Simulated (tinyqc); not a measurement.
# Changing the temperature T

Model: chemical vapour deposition: Grove model, boundary layer, depletion and step coverage. Computed by tinyqc, a small Python program. Command: `OMP_NUM_THREADS=1 python tinyqc.py 3016391 3016392 out.jsonl cvd sweep`. One thread of a shared host (Intel(R) Xeon(R) Processor @ 2.30GHz), about 0.02 s of CPU time with the checks.

A precursor diffuses to the surface and reacts there at first order; each molecule that reacts adds one formula unit of film.

Inputs (values chosen for the exercise, close to those used for silicon nitride (counted as SiN4/3)):

| quantity | value | unit |
|---|---|---|
| prefactor k0 of k_s | 1.4e+09 | cm/s |
| activation energy E | 1.86 | eV |
| total pressure p | 0.15 | torr |
| mole fraction of the precursor Y | 0.16 | - |
| gas diffusivity D0 at 273.15 K and 760 torr | 0.5 | cm^2/s |
| film density N | 4e+22 | formula units/cm^3 |
| precursor mass M | 101 | u |
| trench width w | 0.086 | um |
| aspect ratio of the trench | 16 | - |
| wafer radius R | 7.5 | cm |
| wafer spacing s | 1 | cm |

Reactor: wafer stack, low pressure.

Constants: k_B = 1.380649e-23 J/K; u = 1.6605390666e-27 kg; k_B = 8.617333262e-05 eV/K.

Method:
- k_s = k0 exp(-E/(k_B T)); C_g = Y p/(k_B T), 1 torr = 133.322 Pa; D = D0 (T/273.15)^1.75 (760/p).
- Temperatures in kelvin are T(C) + 273.15.
- Mean speed c = sqrt(8 k_B T/(pi M)); reactive sticking probability beta = 4 k_s/c.
- Between two wafers the gas diffuses inward and reacts on both faces: (D/r) d/dr (r dC/dr) = 2 k_s C/s, so C(r)/C_g = I0(phi r/R)/I0(phi) with phi^2 = 2 k_s R^2/(s D); G(r) = k_s C(r)/N, 1 cm/s = 6e8 nm/min; the mean over the wafer is eta = 2 I1(phi)/(phi I0(phi)).
- In a long trench of width w and depth l = aspect ratio x w: Knudsen diffusivity D_K = (2w) c/3 (hydraulic diameter 2w), combined as 1/D_e = 1/D_K + 1/D; D_e d2C/dz2 = 2 k_s C/w with D_e dC/dz = -k_s C at the floor. With m = sqrt(2 k_s/(w D_e)): C(floor)/C(top) = 1/[cosh(m l) + (k_s/(D_e m)) sinh(m l)].

One run for each value:

| temperature T (C) | growth rate G at the edge (nm/min) | step coverage | rate at the centre over rate at the edge | sticking probability beta |
|---|---|---|---|---|
| 600 | 0.102 | 0.99975 | 0.99996 | 2.4049e-06 |
| 630 | 0.225 | 0.99945 | 0.99992 | 5.3749e-06 |
| 660 | 0.470 | 0.99884 | 0.99984 | 1.1401e-05 |
| 690 | 0.935 | 0.99765 | 0.99968 | 2.3066e-05 |
| 720 | 1.785 | 0.99546 | 0.99941 | 4.4700e-05 |
| 750 | 3.277 | 0.99156 | 0.99894 | 8.3292e-05 |
| 780 | 5.806 | 0.98492 | 0.99816 | 1.4973e-04 |
| 810 | 9.958 | 0.97401 | 0.99692 | 2.6046e-04 |
| 840 | 16.579 | 0.95678 | 0.99498 | 4.3959e-04 |

What does the table show, and why?

Over the rows, growth rate G at the edge (nm/min) rises from 0.102 to 16.6; step coverage falls from 1.000 to 0.957; rate at the centre over rate at the edge falls from 1.0000 to 0.9950. Heating multiplies the growth rate by 162 over the range, while step coverage goes from 1.000 to 0.957.

Caution (all rows): the mean free path 3D/c is comparable with or larger than the wafer spacing, where wall collisions cap D near (2s) c/3 and the lag is larger than computed. Caution (all rows): the hydraulic-diameter form of D_K is rough for a slit.
